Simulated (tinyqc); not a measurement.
Two-band model of a narrow-gap semiconductor with electrons and holes. From conductivity sigma back to net doping N. Computed by tinyqc, a small Python program. Command: `OMP_NUM_THREADS=1 python tinyqc.py 3019860 3019861 out.jsonl bipolar inv`. One thread of a shared host (Intel(R) Xeon(R) Processor @ 2.30GHz), about 0.09 s of CPU time with the checks.

Two parabolic bands with acoustic scattering (r = -1/2, a = 0), a gap that does not change with T, and fully ionised dopants. Melting is ignored, so values above the melting point are formal, and kappa_L does not change with T. eta_n = (E_F - E_c)/(k_B T), eta_p = -eta_n - E_g/(k_B T).

Inputs (values chosen for the exercise, modelled on PbTe):
```
quantity                              value        unit
electron mass m_n                      0.26         m_0
hole mass m_p                           0.3         m_0
electron mobility parameter mu_300,n   1100  cm^2/(V s)
hole mobility parameter mu_300,p        760  cm^2/(V s)
temperature exponent p                  1.5           -
band gap E_g                           0.32          eV
lattice thermal conductivity kappa_L      1     W/(m K)
temperature T                           430           K
```

Doping: n-type.

Constants: k_B = 8.617333262e-05 eV/K; m_0 = 9.1093837015e-31 kg; k_B = 1.380649e-23 J/K; hbar = 1.054571817e-34 J s; e = 1.602176634e-19 C.

Method:
- With x = E/(k_B T), a = alpha k_B T (0 for a parabolic band), G = x (1 + a x), D = 1 + 2 a x and <y> = int y f (1 - f) dx, f = 1/(1 + exp(x - eta)): tau = tau_0 G^r/D; transport function s = G^(3/2 + r)/D^2; n = N_0 <G^(3/2)> with N_0 = (2 m k_B T)^(3/2)/(3 pi^2 hbar^3).
- Integrals over x = E/(k_B T) use 160 Gauss-Legendre points in u = sqrt(x) from 0 to sqrt(max(eta, 0) + 32).
- Neutrality: n - p = N, with n = N_0(m_n) <x^(3/2)> at eta_n and p = N_0(m_p) <x^(3/2)> at eta_p.
- sigma = e mu_0 N_0 <s> with mu_0 = e tau_0/m = mu_300 (T/300 K)^(-p); |S| = (k_B/e)(<x s>/<s> - eta); Lorenz number L = (k_B/e)^2 (<x^2 s>/<s> - (<x s>/<s>)^2); kappa_e = L sigma T; zT = S^2 sigma T/(kappa_L + kappa_e).
- Hall factor r_H = <x^(3/2)> <x^(1/2)>/<s>^2.
- Both bands together (these totals replace the one-band zT): sigma = sigma_n + sigma_p; S = (sigma_p |S_p| - sigma_n |S_n|)/sigma; kappa_bip = (sigma_n sigma_p/sigma)(|S_n| + |S_p|)^2 T; kappa_e = (L_n sigma_n + L_p sigma_p) T; zT = S^2 sigma T/(kappa_L + kappa_e + kappa_bip); weak-field R_H = (r_p sigma_p^2/p - r_n sigma_n^2/n)/(e sigma^2), where the Hall factors r_n and r_p are <x^(3/2)> <x^(1/2)>/<s>^2.

Task: A run gave the result below. Find the net doping N, known to lie between 1.1e+17 and 3e+17 1/cm^3.

conductivity sigma = 19.02486 S/cm

Result:

Each step takes the trial c = (a f_b - b f_a)/(f_b - f_a), f being the result less the target and a, b, c the logarithms of the listed values; c replaces end b, the old b replaces a if the sign of f changed, and otherwise f_a is halved.

Scan of the range:
```
net doping N (1/cm^3)  conductivity sigma (S/cm)
1.10e+17                                 14.4018
1.30e+17                                 15.3851
1.54e+17                                 16.6639
1.82e+17                                 18.2661
2.15e+17                                 20.2723
2.54e+17                                 22.7654
3.00e+17                                 25.8264
```

False position (Illinois rule, in the logarithm of the input) inside the bracket:
```
step        end a        end b        trial  conductivity sigma (S/cm)
1     1.82000e+17  2.15000e+17  1.93839e+17                    18.9729
2     2.15000e+17  1.93839e+17  1.94644e+17                    19.0215
3     2.15000e+17  1.94644e+17  1.94748e+17                    19.0278
4     1.94644e+17  1.94748e+17  1.94700e+17                    19.0249
5     1.94748e+17  1.94700e+17  1.94700e+17                    19.0249
```

Conductivity sigma rises at every point of a 13-point scan of the range (every second point is shown), so one value fits; it is bracketed by 1.82e17 and 2.15e17. Answer: net doping N = 1.947e17 1/cm^3.
